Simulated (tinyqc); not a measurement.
Kronig-Penney superlattice by transfer matrices: one step. In a field along the axis.

Constants: hbar = 6.58211957e-16 eV s.

Parameters, chosen for this exercise (out of a larger set: near those of a non-polar GaN superlattice with barriers of AlN; not measured data):
- a = 16 angstrom (well width)
- b = 9 angstrom (barrier width)
- F = 20 kV/cm (field along the axis)

Minibands:
```
band  bottom (eV)  top (eV)  width (meV)
1        0.310020  0.339852       29.832
2        1.197409  1.384380      186.971
3        2.281394  3.100232      818.838
```

Task: One-band picture: ladder spacing e F d, Bloch frequency e F d/(2 pi hbar), and extent W/(e F) of a Stark state, with W the width of band 1; 1 kV/cm = 1e-5 V/angstrom.

Give: e F d; Bloch frequency; W/(e F d).

Result:

e F d = 5.000 meV
Bloch frequency = 1.209 THz
W/(e F d) = 5.97 periods

The state spreads over about 6 periods.

tinyqc: `OMP_NUM_THREADS=1 python tinyqc.py 1251505 1251506 out.jsonl`; about 0.05 s, one thread, shared Intel(R) Xeon(R) Processor @ 2.30GHz.
